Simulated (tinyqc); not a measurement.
What each parameter does: ellipsoidal valleys in the axes of a wafer and a channel.

Valleys with axes a along x, y and z, two valleys each; inverse mass tensor w = 1/mt + (1/ml - 1/mt) a a. Device axes: z = nz/|nz|, x = nx/|nx|, y = z cross x; in them a = (ax, ay, az). Confinement mass mz = 1/w_zz. In the plane w_ij is replaced by u_ij = w_ij - w_iz w_jz/w_zz (i, j = x, y); density-of-states mass md = 1/sqrt(det u); conductivity mass along x mc = 1/u_xx; ballistic transport mass mx = u_yy/det u, width mass my = 1/u_yy.

Hard walls: E_n = c (n pi/t)^2/mz, c = hbar^2/2m0, n = 1, 2, 3. Non-degenerate share of a valley proportional to md sum_n exp(-E_n/kT); mean 1/mc = sum of share/mc. 1 nm = 10 angstrom.

Constants: hbar^2/2m0 = 3.80998211 eV angstrom^2; kB = 8.617333262e-05 eV/K.

Parameters, chosen for this exercise (near those of the Delta valleys of Si; shifted at random, so the results belong to these values and not to a real crystal): ml = 0.891 m0 (longitudinal mass); mt = 0.195 m0 (transverse mass); nz = (1, 1, 0) (surface normal (confinement)); nx = (0, 0, 1) (channel direction); t = 7.1 nm (thickness of the film); T = 400 K (temperature).

Lowest E1, its share and the mean conductivity mass.

One parameter was then changed.

Results before and after:
```
case     lowest E1 (meV)   share  mean mc (m0)
base               23.31  0.7253        0.2483
changed            28.78  0.7396        0.2448
```

Which of these changes was made? (a) t = 6.39 nm; (b) ml = 0.802 m0; (c) mt = 0.176 m0; (d) T = 360 K.
Answer: (a) t = 6.39 nm. Of the candidates, run in turn, only this one gives the changed row.

All candidates:
```
case           lowest E1 (meV)   share  mean mc (m0)
base                     23.31  0.7253        0.2483
ml = 0.802 m0            23.78  0.7236        0.2466
mt = 0.176 m0            25.38  0.7334        0.2239
t = 6.39 nm              28.78  0.7396        0.2448
T = 360 K                23.31  0.7320        0.2466
```

Program tinyqc; command `OMP_NUM_THREADS=1 python tinyqc.py 1850441 1850442 out.jsonl`; about 0.01 s on one thread of a shared Intel(R) Xeon(R) Processor @ 2.30GHz.
